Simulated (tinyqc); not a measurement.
Comparisons within one model: band offset of a heterojunction with an interface dipole (two-band chains, self-consistent charge). A value that a table varies takes the place of the one given here.

Sites alternate A, C. Left: A at -G1/2, C at +G1/2, hopping -t1; right: A at D - G2/2, C at D + G2/2, hopping -t2; the bonds across the two interfaces of a ring (C left to A right, C right to A left) have -sqrt(t1 t2). D is the offset of the mid-gaps, so Ev(right) - Ev(left) = D - (G2 - G1)/2 and Ec(right) - Ec(left) = D + (G2 - G1)/2. The closing bond has its sign reversed (antiperiodic ring). Half the levels are filled with two electrons each. The charge moved is q = (electrons on the left) less one a site; the mean over the two interfaces, q/2, is taken as the charge that crosses each, and its dipole opposes the offset: D = D0 - u q/2.

From here on the ring has 24 cells a side.

Parameters, chosen for this exercise (gaps near those of InGaAs and InP; the chains and D0 are free models, so the offsets are not those of the real pair; shifted at random, so the results belong to these values and not to a real crystal):
- G1 = 0.73 eV (gap on the left)
- G2 = 1.42 eV (gap on the right)
- t1 = 1.79 eV (hopping on the left)
- t2 = 1.96 eV (hopping on the right)
- u = 8.6 eV (potential step per electron moved across)
- D0 = -0.38 eV (mid-gap of the right side above that of the left, without dipole)

## Where the moved charge sits

D = -0.12009 eV

Electrons in cell k from an interface at the self-consistent D, less those at D = 0. Interface 1 joins C left to A right, interface 2 C right to A left. The decay lengths 1/(2 kappa a) are those of mid-gap states, cosh(kappa a) = 1 + G^2/(8 t^2).

Change of the electron count:
```
k,left of 1,right of 1,left of 2,right of 2
1,-0.01338,0.01698,-0.01440,0.01817
2,-0.00640,0.00671,-0.00688,0.00722
3,-0.00365,0.00296,-0.00391,0.00320
4,-0.00218,0.00135,-0.00233,0.00145
5,-0.00133,0.00062,-0.00142,0.00067
6,-0.00082,0.00029,-0.00088,0.00031
```

decay lengths (cells): left 2.456, right 1.388

Over six cells interface 1 moves -0.0278 electrons to the left side and +0.0289 to the right, interface 2 -0.0298 and +0.0310: each change is a dipole, and the two differ because the bonds join different sites. The first cells hold 54 % of it at interface 1. The tail is longer on the left, where the gap is smaller against the hopping: from k = 2 to 4 it falls by a factor 2.93, and pure mid-gap decay would give 2.26; the exponential carries a prefactor that falls as a power of the distance, so the first cells drop faster.

## Screening of the starting offset

chi = 0.502212 1/eV

D0 is varied; the self-consistent D is found by bisection. chi = dq/dD at D = 0; the linear rule is D = S D0 with S = 1/(1 + u chi/2). The gap of the junction closes (type III) at |D| = (G1 + G2)/2.

Against D0:
```
2 D0/(G1 + G2),D0 (eV),q at D0,D (eV),D/D0,linear (eV)
-0.85,-0.914,-0.5330,-0.2867,0.3138,-0.2892
-0.55,-0.591,-0.3138,-0.1865,0.3154,-0.1871
-0.30,-0.323,-0.1646,-0.1020,0.3162,-0.1021
-0.15,-0.161,-0.0813,-0.0510,0.3164,-0.0510
0.10,0.107,0.0541,0.0340,0.3165,0.0340
0.25,0.269,0.1365,0.0850,0.3163,0.0851
0.50,0.537,0.2824,0.1696,0.3156,0.1701
0.80,0.860,0.4909,0.2701,0.3141,0.2722
0.95,1.021,0.6332,0.3198,0.3131,0.3232
```

D/D0 lies between 0.313 and 0.316, against S = 0.317 from chi at D = 0; the linear rule misses by at most 3 meV. q is odd in D. Most of the starting offset is screened, which draws the neutrality levels together.

## Wider gaps screen less

G2 is varied. chi = (q(+0.01) - q(-0.01))/0.02 at D = 0, S = 1/(1 + u chi/2).

Against G2:
```
G2 (eV),chi (1/eV),S
0.7,0.74284,0.2384
1.1,0.58602,0.2841
1.5,0.48480,0.3242
2.3,0.35692,0.3945
3.4,0.25346,0.4785
5.5,0.14692,0.6128
7.0,0.10417,0.6906
9.0,0.06857,0.7723
```

chi falls from 0.7428 to 0.0686 1/eV, a factor 10.8, and S rises from 0.238 to 0.772: charge crosses through the tails of states that tunnel into the other gap, and these shorten as the gap widens. u is kept fixed, though a wider gap also screens less and would raise it.

## What each parameter does

Self-consistent D by bisection, q there, and the two offsets. Each row changes one parameter from the base and keeps the others.

Results:
```
case,D (eV),q,valence offset (eV),conduction offset (eV)
base,-0.1201,-0.0604,-0.4651,0.2249
G1 = 0.839 eV,-0.1244,-0.0594,-0.4149,0.1661
G2 = 1.633 eV,-0.1277,-0.0587,-0.5792,0.3238
t1 = 2.058 eV,-0.1201,-0.0604,-0.4651,0.2249
t2 = 2.254 eV,-0.1202,-0.0604,-0.4652,0.2248
D0 = -0.437 eV,-0.1380,-0.0695,-0.4830,0.2070
u = 9.89 eV,-0.1089,-0.0548,-0.4539,0.2361
```

The largest shifts from the base row, up to three for each result and ties (the steps differ in size, so this ranks the rows, not the parameters). D (eV): D0 -0.0179, u +0.0111, G2 -0.0076; unchanged at the printed digits by t1. q: D0 -0.0091, u +0.0056, G2 +0.0018; unchanged at the printed digits by t1 and t2. valence offset (eV): G2 -0.1141, G1 +0.0502, D0 -0.0179; unchanged at the printed digits by t1. conduction offset (eV): G2 +0.0989, G1 -0.0588, D0 -0.0179; unchanged at the printed digits by t1.

Computed by tinyqc, a small Python program: `OMP_NUM_THREADS=1 python tinyqc.py 1452275 1452276 out.jsonl` (the numbers bound the seed that draws the inputs); one thread of a shared host (Intel(R) Xeon(R) Processor @ 2.30GHz), about 0.3 s for the whole set of steps.
